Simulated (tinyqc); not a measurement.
# Frequency dispersion of an accumulation capacitance by border traps, distributed model: effect of the decay constant of the wave function in the insulator

Traps spread evenly through the insulator exchange electrons with the semiconductor by tunnelling, with tau(x) = t0 exp(2 ka x) at depth x from the interface. The admittance per area Y seen at depth x obeys dY/dx = -Y^2/(i w eps0 eox) + q Nb ln(1 + i w tau)/tau, with Y(0) = i w Cs and w = 2 pi f; the gate sees Y(tox) = G + i w C. Working variable y = Y/(i w), in uF/cm^2. Cox = eps0 eox/tox.

Cox; trap-free value 1/(1/Cox + 1/Cs); response depth d = ln(1/(w t0))/(2 ka), where w tau = 1; lumped estimate: all traps within d act as C_bt = q Nb d placed at d/2, so C = 1/{1/[1/(1/Cs + d/(2 eps0 eox)) + C_bt] + (tox - d/2)/(eps0 eox)}. C and G from a fine integration; dispersion -d C/d log10 f over C, from f times and over 1.1. For a broad spread of time constants G/w is close to -(pi/2) dC/d ln w.

Values chosen for this exercise; permittivity close to that of zirconium oxide:
- eox = 21.2 (relative permittivity of the insulator)
- tox = 3.7 nm (insulator thickness)
- Cs = 3 uF/cm^2 (semiconductor capacitance in accumulation)
- Nb = 1.1e19 cm^-3 eV^-1 (density of border traps)
- t0 = 2e-9 s (time constant of a trap at the interface)
- f = 10000 Hz (frequency)

Constants: q = 1.602176634e-19 C, eps0 = 8.8541878128e-14 F/cm where lengths are in cm. Results are converted to the units shown.

The same in every row: trap-free C (uF/cm^2) = 1.885.

Results:
```
ka (1/nm)  d (nm)  C (uF/cm^2)  G/w (uF/cm^2)  dispersion (% a decade)  -(pi/2) dC/d ln w (uF/cm^2)  lumped C (uF/cm^2)
2.5         1.796        2.069        0.03663                    2.592                      0.03658               2.043
3.2         1.403        2.020        0.02568                    1.861                      0.02565               2.003
3.9         1.152        1.992        0.01963                    1.444                      0.01962               1.979
4.6        0.9763        1.973        0.01584                    1.176                      0.01583               1.963
5.3        0.8473        1.960        0.01325                   0.9906                      0.01325               1.951
6          0.7485        1.950        0.01138                   0.8549                      0.01137               1.943
7.4        0.6069        1.937       0.008853                   0.6699                     0.008852               1.931
```

Estimate the missing row, ka = 6.7 1/nm.

Computed row:
```
ka (1/nm)  d (nm)  C (uF/cm^2)  G/w (uF/cm^2)  dispersion (% a decade)  -(pi/2) dC/d ln w (uF/cm^2)  lumped C (uF/cm^2)
6.7        0.6703        1.943       0.009960                   0.7514                     0.009958               1.936
```

With this row back in the table: As ka goes from 2.5 to 7.4, C falls from 2.07 to 1.94 uF/cm^2, the dispersion falls from 2.59 to 0.670 % a decade and G/w falls from 0.0366 to 0.00885 uF/cm^2. The lumped estimate is 1.2 % below C in the first row and 0.30 % below it in the last.

Computed by the program tinyqc: `OMP_NUM_THREADS=1 python tinyqc.py 2202201 2202202 out.jsonl`, one thread of a shared Intel Xeon 2.30GHz, about 0.3 s for the whole run.
